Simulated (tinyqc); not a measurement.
Floating body of a partially depleted SOI transistor: body voltage and kink: one step of the calculation.

Source at 0 V. Channel current Ic = 2 nf K Vt^2 [F(0) - F(Vd)](1 + la Vd), F(V) = ln^2(1 + exp((Vg - VT - nf V)/(2 nf Vt))), VT = VT0 - gb Vb. Saturation voltage Vs = 2 Vt sqrt(F(0)) + 3 Vt, excess Ve = (Vd - Vs + sqrt((Vd - Vs)^2 + 0.0004 V^2))/2, multiplication M1 = Ai Ve exp(-Bl/Ve). Each junction passes D(v) = J1 (exp(v/Vt) - 1) + J2 (exp(v/(2 Vt)) - 1). Bipolar current Ib = bb J1 (exp(Vb/Vt) - 1). The body settles where M1 (Ic + Ib) = D(Vb) + D(Vb - Vd) + Vb/Rb; drain current Id = (1 + M1)(Ic + Ib) - D(Vb - Vd).

Task. New Vb. Current into the body I_in = M1 (Ic + Ib) - D(Vb - Vd), current out I_out = D(Vb) + Vb/Rb; f = ln(I_in/I_out), s = df/dVb by central differences over 1e-5 V, Vb(new) = Vb - f/s.

Parameters, values chosen for the exercise; values of the order met in partially depleted silicon-on-insulator transistors:
- T = 358 K (temperature)
- VT0 = 0.43 V (threshold at zero body voltage)
- gb = 0.18 (fall of the threshold per volt of body voltage)
- nf = 1.17 (slope factor)
- K = 150 uA/(V^2 um) (gain factor per width)
- la = 0.09 1/V (channel-length modulation factor)
- Ai = 1.13 1/V (impact-ionisation prefactor)
- Bl = 5 V (impact-ionisation voltage)
- J1 = 2.3e-10 uA/um (diffusion saturation current of each junction)
- J2 = 6e-7 uA/um (recombination saturation current of each junction)
- bb = 3 (gain of the lateral bipolar transistor on the diffusion current)
- Rb = 1e9 kohm um (resistance of a weak body tie to the source (1e9 stands for no tie, and the term is then dropped))
- Vg = 0.42 V (gate voltage)
- Vd = 1.6 V (drain voltage)

Constants: q = 1.602176634e-19 C, kB = 1.380649e-23 J/K, Vt = kB T/q. Results are converted to the units shown.

Vb after iteration 1 = 0.58942197 V

Give: Ic; Ve; M1; I_in; I_out; f; s; Vb after iteration 2.

Result.

Ic = 0.93669 uA/um
Ve = 1.4109 V
M1 = 0.046083
I_in = 0.049476 uA/um
I_out = 0.054094 uA/um
f = -0.089237
s = -23.942 1/V
Vb after iteration 2 = 0.58569 V

Range of the model: The multiplication law is an empirical form chosen for the exercise; self-heating and capacitive coupling to the body are left out, and the linear laws are rough once Vb passes about 0.7 V or M1 about 0.1.

tinyqc, about 0.2 s, one thread, Intel Xeon 2.30GHz (shared host): `OMP_NUM_THREADS=1 python tinyqc.py 2182044 2182045 out.jsonl`
